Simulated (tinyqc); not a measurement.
Worked calculation: strain-driven roughening and islands of a mismatched epitaxial film. Computed by tinyqc, a small Python program that keeps every step. Command: `OMP_NUM_THREADS=1 python tinyqc.py 3027813 3027814 out.jsonl island walk`. One thread of a shared host (Intel(R) Xeon(R) Processor @ 2.30GHz), about 0.01 s of CPU time with the checks. Intermediate numbers are printed to about 5 digits and carried at full precision; extremes and crossings named in words are read from the listed rows.

Film and substrate share isotropic elastic constants; the film is coherent and biaxially strained.

Inputs (values chosen for the exercise, modelled on InAs on GaAs):

| quantity | value | unit |
|---|---|---|
| misfit \|f\| | 0.07 | - |
| shear modulus G | 29 | GPa |
| Poisson ratio nu | 0.29 | - |
| surface energy gamma | 0.718 | J/m^2 |
| contact angle of the shallow shape theta_1 | 12.1 | degrees |
| contact angle of the steep shape theta_2 | 26.3 | degrees |
| facet energy of shape 1 over gamma | 1.002 | - |
| facet energy of shape 2 over gamma | 0.9914 | - |
| wetting energy gamma_s - gamma | 0.34 | J/m^2 |
| decay length of wetting delta | 0.43 | nm |
| surface mobility D_s nu_s Omega^2/(k_B T) | 2.5e-35 | m^6/(J s) |
| initial ripple amplitude A0 | 0.19 | nm |
| ripple wavelength over the critical one | 3.7 | - |
| island volume V | 1500 | nm^3 |

Transport: surface diffusion.

Constants: e = 1.602176634e-19 C.

## Elastic energy of the flat film

M = 2 G (1 + nu)/(1 - nu); stress = M f; energy density w = M f^2.

biaxial modulus M = 105.38 GPa

stress = 7.3766 GPa

energy density w = 516.36 MJ/m^3

## Asaro-Tiller-Grinfeld instability

A ripple A cos(k x) has the surface chemical potential per volume [gamma k^2 - 2 (1 + nu) w k] A cos(k x), so k_c = 2 (1 + nu) w/gamma. With surface diffusion the amplitude grows at the rate q = B k^2 [2 (1 + nu) w k - gamma k^2], fastest at k_m = (3/4) k_c. B is the surface mobility.

k_c = 1.8555 1/nm

critical wavelength = 3.3863 nm

fastest wavelength = 4.5151 nm

growth time 1/q at k_m = 0.044567 s

A ripple of A0 needs about 0.0077 s to reach a twentieth of its wavelength. Caution: a wavelength of a few nanometres is at the limit of continuum theory, where steps and facets rule.

## A ripple of given wavelength

A ripple A cos(k x) has the surface chemical potential per volume [gamma k^2 - 2 (1 + nu) w k] A cos(k x), so k_c = 2 (1 + nu) w/gamma. With surface diffusion the amplitude grows at the rate q = B k^2 [2 (1 + nu) w k - gamma k^2], fastest at k_m = (3/4) k_c. B is the surface mobility. Stress at the trough = stress x (1 + 2 k A).

k = 0.50147 1/nm

rate q = 3.0650 1/s

q over the largest rate = 0.13659

stress concentration at A0 = 1.1906

The ripple grows.

## Wetting layer

The surface energy depends on thickness as gamma + (gamma_s - gamma) exp(-h/delta). Its curvature adds W2 = (gamma_s - gamma) exp(-h/delta)/delta^2 to the restoring terms; the flat film is stable while W2 > (1 + nu)^2 w^2/gamma, which gives h_c = delta ln[(gamma_s - gamma) gamma/(delta^2 (1 + nu)^2 w^2)], or 0 if negative.

wetting-layer thickness h_c = 0.46889 nm

Layer-by-layer growth up to h_c, then roughening: the Stranski-Krastanov mode.

## Island nucleation

Shallow faceted island (Tersoff form): E = 4 Gam V^(2/3) tan^(1/3)(theta) - 6 c V tan(theta), Gam = gamma [x/sin(theta) - 1/tan(theta)], x the facet energy over gamma, c = stress^2 (1 - nu)/(2 pi G). The barrier is the maximum of E, at V_c = [4 Gam/(9 c)]^3 / tan^2(theta) (1 GPa nm = 1 J/m^2).

c = 0.21203 GPa

Gam of shape 1 = 0.082949 J/m^2

critical volume, shape 1 = 0.11437 nm^3

barrier, shape 1 = 0.097346 eV

Gam of shape 2 = 0.15381 J/m^2

critical volume, shape 2 = 0.13720 nm^3

barrier, shape 2 = 0.26920 eV

The shallow shape has the lower barrier. Each barrier is a third of the surface term at V_c and scales as Gam^3/c^2, that is as f^(-4). Caution: a critical volume below 1 nm^3 holds fewer than a hundred atoms, so a continuum barrier there has no physical meaning.

## Which shape at the volume V

The two energies cross at V_x^(1/3) = 4 [Gam_2 t2^(1/3) - Gam_1 t1^(1/3)]/(6 c (t2 - t1)), t = tan(theta); mu = dE/dV.

E of shape 1 = -2391.0 eV

E of shape 2 = -5488.7 eV

crossing volume V_x = 0.52853 nm^3

jump of mu at V_x, shape 2 less shape 1 = -118.67 MJ/m^3

At V the steep shape is lower. At V_x the chemical potential drops, so islands that have turned steep grow at the cost of the shallow ones. Caution: a crossing volume under 5 nm^3 is too small for these continuum energies. Caution: the shallow-slope form overstates the relaxation of facets steeper than about 25 degrees.

## Scaling with the misfit

A ripple A cos(k x) has the surface chemical potential per volume [gamma k^2 - 2 (1 + nu) w k] A cos(k x), so k_c = 2 (1 + nu) w/gamma. With surface diffusion the amplitude grows at the rate q = B k^2 [2 (1 + nu) w k - gamma k^2], fastest at k_m = (3/4) k_c. V_c = [4 Gam/(9 c)]^3/tan^2(theta), barrier = (4/3) Gam V_c^(2/3) tan^(1/3)(theta); the growth time is 1/q at k_m.

Misfit scaled at fixed constants:

| \|f\| (%) | fastest wavelength (nm) | growth time (s) | V_c of shape 1 (nm^3) | barrier of shape 1 (eV) |
|---|---|---|---|---|
| 1.75 | 72.242 | 2.9207e+03 | 4.6847e+02 | 2.4921e+01 |
| 2.45 | 36.858 | 1.9791e+02 | 6.2218e+01 | 6.4870e+00 |
| 3.50 | 18.060 | 1.1409e+01 | 7.3199e+00 | 1.5575e+00 |
| 4.90 | 9.215 | 7.7308e-01 | 9.7216e-01 | 4.0544e-01 |
| 7.00 | 4.515 | 4.4567e-02 | 1.1437e-01 | 9.7346e-02 |
| 9.80 | 2.304 | 3.0198e-03 | 1.5190e-02 | 2.5340e-02 |

Halving the misfit stretches the wavelength 4 times, the barrier 16 times, the volume 64 times and the time 256 times: f^(-2), f^(-4), f^(-6), f^(-8). Over these rows the time spans 6.0 decades: strongly mismatched films tend to roughen first, while dilute alloys have time to stay flat. Rows with wavelengths under 10 nm or volumes under 5 nm^3 are beyond the continuum picture.

Checks made by the program: k_m against a numerical maximum of the rate (relative difference 4e-10).
